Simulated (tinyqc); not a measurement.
Inside a calculation. Model: two-dimensional dopant profile at a mask edge: lateral junction, overlap and effective channel length. Computed by tinyqc, a small Python program that keeps every step. Command: `OMP_NUM_THREADS=1 python tinyqc.py 3031053 3031054 out.jsonl lateral walk`. One thread of a shared host (Intel(R) Xeon(R) Processor @ 2.30GHz), about 0.01 s of CPU time with the checks. Intermediate numbers are printed to about 6 digits and carried at full precision; extremes and crossings named in words are read from the listed rows.

Ions enter for y < 0; the mask (spacer, then gate) covers y > 0. x is the depth. The surface reflects dopant during the anneal.

Inputs (values chosen for the exercise, modelled on a source-drain extension in silicon): dose Q = 1.7e+15 1/cm^2; projected range R_p = 16 nm; vertical straggle = 5.7 nm; lateral straggle = 4.8 nm; anneal budget D t = 4e-14 cm^2; channel doping C_B = 1.4e+18 1/cm^3; gate length L_g = 120 nm; offset spacer = 2.8 nm; oxide thickness = 1.7 nm.

Constants: eps_0 = 8.8541878128e-12 F/m.

## Widths and vertical profile

Widths s_x^2 = (vertical straggle)^2 + 2 D t, s_y^2 = (lateral straggle)^2 + 2 D t. C(x, y) = V(x) (1/2) erfc(y/(sqrt2 s_y)), V(x) = Q/(sqrt(2 pi) s_x) [exp(-(x - R_p)^2/(2 s_x^2)) + exp(-(x + R_p)^2/(2 s_x^2))]; 1 nm = 1e-7 cm. The vertical junction far from the mask solves V(x) = C_B.

s_x = 6.36318 nm

s_y = 5.57136 nm

V at the surface = 9.03215e+19 1/cm^3

V at R_p = 1.06583e+21 1/cm^3

vertical junction x_j = 39.1798 nm

Caution: the peak exceeds usual solubilities, so part of the dose is inactive and diffusion is concentration dependent.

## Lateral junction at the surface

The lateral junction at depth x solves C = C_B: y_j(x) = sqrt2 s_y erfc^-1(2 C_B/V(x)). Overlap under the gate = y_j(0) - spacer; metallurgical channel L_met = L_g - 2 overlap (tails from the two sides are not added). Abruptness at y_j(0) in nm per decade = ln(10) s_y sqrt(pi/2) exp(u^2) erfc(u), u = y_j/(sqrt2 s_y). Overlap capacitance per width = 3.9 eps_0 overlap/t_ox (zero if there is no overlap).

lateral junction y_j(0) = 12.0178 nm

ratio y_j(0)/x_j = 0.306734

overlap = 9.21779 nm

metallurgical channel L_met = 101.564 nm

lateral abruptness = 5.10478 nm/decade

overlap capacitance = 0.187237 fF/um

The two overlaps take 15 % of the gate length. Caution: the profile peaks below the surface, where the junction reaches further under the gate than y_j(0); the overlap given is the one at the surface.

## Junction contour

The lateral junction at depth x solves C = C_B: y_j(x) = sqrt2 s_y erfc^-1(2 C_B/V(x)). Depths are 0, 0.15, 0.3, 0.45, 0.6, 0.75, 0.9 and 0.97 of x_j.

Contour:
```
x/x_j   x (nm)   V (1/cm^3)  y_j (nm)
0.00    0.0000  9.03215e+19   12.0178
0.15    5.8770  3.03574e+20   14.5059
0.30   11.7540  8.53171e+20   16.3799
0.45   17.6309  1.03138e+21   16.7047
0.60   23.5079  5.31351e+20   15.5445
0.75   29.3849  1.16649e+20   12.5749
0.90   35.2619  1.09123e+19    6.3206
0.97   38.0044  2.69745e+18   -0.2656
```

The contour reaches furthest, 16.70 nm, at x/x_j = 0.45 among these rows, below the surface, where punch-through would start. It crosses the mask edge where V = 2 C_B.

## What the anneal budget does

x_j solves V(x) = C_B. Budgets are multiples of the given D t (at 0 the mirror term is kept, which overstates V(0) as implanted); those with V(0) not above 2.5 C_B are left out.

Junctions (nm):
```
multiple      s_x      s_y      x_j   y_j(0)   y_j/x_j    L_met
0.0        5.7000   4.8000  36.9355   9.0109  0.243963  107.578
0.1        5.7697   4.8826  37.1726   9.3426  0.251331  106.915
0.3        5.9068   5.0438  37.6376   9.9825  0.265228  105.635
1.0        6.3632   5.5714  39.1798  12.0178  0.306734  101.564
2.0        6.9635   6.2482  41.1937  14.5194  0.352466   96.561
4.0        8.0306   7.4189  44.7362  18.6233  0.416292   88.353
8.0        9.8229   9.3295  50.5925  24.8870  0.491911   75.826
16.0      12.6685  12.2898  59.6886  33.9021  0.567983   57.796
```

The ratio y_j/x_j goes from 0.24 to 0.57: as implanted, x_j includes R_p and y_j only the lateral straggle; after long diffusion both scale roughly with sqrt(D t) as long as V(0) stays far above C_B, and the ratio stays below 1 because the edge starts from half the concentration and an erfc falls faster than the Gaussian. L_met shrinks by 49.8 nm over the rows.

Checks made by the program: lateral profile against the convolution of a step with a Gaussian (relative difference below 1e-10).
